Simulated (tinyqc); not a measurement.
Formation energy of a charged point defect from supercell energies: one step, computed by the program tinyqc. Command: `OMP_NUM_THREADS=1 python tinyqc.py 3002039 3002040 out.jsonl formation walk`. One thread of a shared host (Intel(R) Xeon(R) Processor @ 2.30GHz), about 0.01 s of CPU time with the checks.

The host is a compound AB. Making the defect adds n_A = 0, n_B = -1, n_X = 1 atoms to the cell. All total energies are inputs. E_F is counted from the valence-band maximum (VBM); x = 0 is A-rich and x = 1 B-rich growth.

Problem. Transition levels and the lower envelope. eps(q/q') = [E_f(q', 0) - E_f(q, 0)]/(q - q'). U of state q is eps(q/q-1) - eps(q+1/q). The stable state at each E_F is the lowest line E_f(q, 0) + q E_F.

Inputs (values chosen for the exercise, for a model compound AB): gap E_g = 2.29 eV; dielectric constant eps = 13.8; cell length L = 15.2 angstrom.

Defect: impurity X on a B site. Supercell lattice: bcc.

charge states q: 3  2  1  0

E_f(q, 0) (eV): (q=+3) -0.241705, (q=+2) 1.241575, (q=+1) 2.457144, (q=0) 4.339000

Give: One-electron levels above the VBM (eV); Stable states.

Solution.

One-electron levels above the VBM (eV):
```
level    energy  U of the state between this level and the next
(+3/+2)   1.483                                         -0.2677
(+2/+1)   1.216                                          0.6663
(+1/0)    1.882                                               -
```

Stable states:
```
q   from E_F (eV)  to E_F (eV)
+3          0.000        1.349
+1          1.349        1.882
0           1.882        2.290
```

Stable in the gap, from the VBM up: +3, +1, 0. State +2 is never the lowest: its U is negative, so two such centres gain by exchanging an electron. Caution: the largest image-charge correction in these energies, q^2 alpha e^2/(8 pi eps_0 eps L) with alpha = 2.888462, exceeds a quarter of the gap; the point-charge term alone is then a rough estimate, usually too large for a charge that is spread out. Caution: E_f at E_F = 0 is negative for at least one charge state, so in equilibrium E_F cannot reach the valence-band maximum.
